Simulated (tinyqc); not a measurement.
Charge state against the Fermi level: deep level with several charge states.

Energies from Ev. The defect has charge states +1, 0, -1 with weights 1, gm exp((EF - E1)/kT), exp((2 EF - E1 - E2)/kT); the shares are the weights over their sum. Boltzmann carriers: n = Nc exp((EF - Eg)/kT), p = Nv exp(-EF/kT). Neutrality: p - n + Nd + Nt <q> = 0.

Constants: kB = 8.617333262e-05 eV/K.

Inputs chosen for the exercise (gap and densities of states near those of Si at this temperature; not measured data): E1 = 0.519 eV (level (+1/0) above Ev); E2 = 0.851 eV (level (0/-1) above Ev); gm = 1 (degeneracy of the middle state, the others 1); T = 350 K.

Shares:
```
EF (eV),+1,0,-1,<q>
0.066,1.000,0.000,0.000,1.000
0.154,1.000,0.000,0.000,1.000
0.242,1.000,0.000,0.000,1.000
0.330,0.998,0.002,0.000,0.998
0.418,0.966,0.034,0.000,0.966
0.506,0.606,0.394,0.000,0.606
0.595,0.074,0.925,0.000,0.074
0.683,0.004,0.992,0.004,0.001
0.771,0.000,0.934,0.066,-0.066
0.859,0.000,0.434,0.566,-0.566
0.947,0.000,0.040,0.960,-0.960
1.035,0.000,0.002,0.998,-0.998
```

What does the comparison show?

Where the levels are several kT apart the middle state rules between about E1 - kT ln gm = 0.519 and E2 + kT ln gm = 0.851 eV; its largest share listed is 0.992. Each step spreads from 10 % to 90 % over 4.4 kT = 0.133 eV.

Program tinyqc; command `OMP_NUM_THREADS=1 python tinyqc.py 1682742 1682743 out.jsonl`; about 0.01 s on one thread of a shared Intel(R) Xeon(R) Processor @ 2.30GHz.
